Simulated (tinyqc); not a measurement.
Quasi-harmonic thermal expansion with mode Grueneisen parameters: one step, computed by the program tinyqc. Command: `OMP_NUM_THREADS=1 python tinyqc.py 3024357 3024358 out.jsonl qha walk`. One thread of a shared host (Intel(R) Xeon(R) Processor @ 2.30GHz), about 0.03 s of CPU time with the checks.

A crystal with two atoms a cell; per atom there are 1 transverse acoustic (TA), 1/2 longitudinal acoustic (LA) and 3/2 optical (O) modes. Every frequency of group i scales as nu_i (V/V0)^(-gamma_i). The acoustic groups have Debye spectra, density 3 nu^2/nu_i^3 up to nu_i (40 Gauss-Legendre points); the optical group has one frequency. Static energy: E = (9 V0 B0/16) [y^3 B' + y^2 (2 - 4 y)], y = (V0/V)^(2/3) - 1, with pressure P_s = (3 B0/2) (z^7 - z^5) [1 + (3/4)(B' - 4)(z^2 - 1)], z = (V0/V)^(1/3).

Task: Mode groups at the static volume. For a mode with x = h nu/(k_B T), n = 1/(exp(x) - 1): U = h nu (n + 1/2), C/k_B = x^2 n (n + 1); U_i and C_i sum these over group i with its weight per atom. Phonon pressure P_ph = sum_i gamma_i U_i/V.

Inputs (values chosen for the exercise, modelled on zinc selenide):
```
quantity                       value             unit
static volume V0                22.8  angstrom^3/atom
frequency nu_TA                 2.09              THz
frequency nu_LA                 5.23              THz
frequency nu_O                  7.06              THz
Grueneisen parameter gamma_TA   -1.2                -
Grueneisen parameter gamma_LA    1.1                -
Grueneisen parameter gamma_O     1.5                -
temperature T                    120                K
```

Acoustic groups: Debye.

Constants: h x 1 THz = 4.135667696 meV; k_B = 8.617333262e-05 eV/K; 1 eV/angstrom^3 = 160.2176634 GPa.

Give: Groups; phonon pressure at V0.

Result:

Groups:
```
group  h nu_i/(k_B T)  U_i (meV)  C_i (k_B)  gamma_i C_i (k_B)
TA            0.83587     10.699    0.96592            -1.1591
LA             2.0917     6.2469    0.40566            0.44623
O              2.8236     24.664    0.80281             1.2042
```

phonon pressure at V0 = 0.21804 GPa
